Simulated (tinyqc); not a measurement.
Donor binding, ionisation and the Mott limit: two steps of the calculation.

Hydrogenic donor: Ry = (m0 q^3/(8 eps0^2 h^2)) me/eps_r^2 in eV, E0 = cc Ry, radius a = q/(8 pi eps0 eps_r E0), Mott density Nm = (0.26/a)^3. Below Nm the level sinks as Ed = E0 [1 - (N/Nm)^(1/3)]. Neutrality: Nc F12(eta) = N/(1 + 2 exp(eta + Ed/kB T)), F12(x) = (2/sqrt(pi)) int_0^infinity sqrt(u)/(1 + exp(u - x)) du.

Inputs (values chosen for the exercise); band and dielectric values close to those of gallium phosphide:
- T = 200 K (temperature)
- eps_r = 11.1 (relative permittivity)
- me = 0.303 m0 (mass in the hydrogenic formula, set independently of Nc)
- Nc = 9.63e18 cm^-3 (conduction-band density of states at 200 K)
- cc = 1 (ratio of the true binding energy to the hydrogenic one)
- N = 2.9e17 cm^-3 (donor density)

Constants: q = 1.602176634e-19 C, kB = 1.380649e-23 J/K, eps0 = 8.8541878128e-12 F/m, h = 6.62607015e-34 J s, m0 = 9.1093837015e-31 kg, Vt = kB T/q. Results are converted to the units shown.

Question 1. Binding energy, radius and Mott density. The mean spacing of the donors is N^(-1/3).

Find: Ry; E0; a; Nm; spacing over a; Ed.

Answer 1.

Ry = 33.459 meV
E0 = 33.459 meV
a = 1.9386 nm
Nm = 2.4125e18 cm^-3
spacing over a = 7.7933
Ed = 16.946 meV

Question 2. Ionisation. Solve the neutrality equation for eta. Boltzmann form: with k = (Nc/2) exp(-Ed/kB T) the ionised share is [-k + sqrt(k^2 + 4 k N)]/(2 N).

Ed = 16.946382 meV

Find: eta; ionised share; n; ionised share, Boltzmann form.

Answer 2.

eta = -3.626
ionised share = 87.55 %
n = 2.539e17 cm^-3
ionised share, Boltzmann form = 87.64 %

With the level held at E0 the share would be 75.7 %.

Range of the model: A sharp level with degeneracy 2 overstates freeze-out near Nm, where the impurity band broadens and merges with the conduction band.

tinyqc, about 0.01 s, one thread, Intel Xeon 2.30GHz (shared host): `OMP_NUM_THREADS=1 python tinyqc.py 2330090 2330091 out.jsonl`
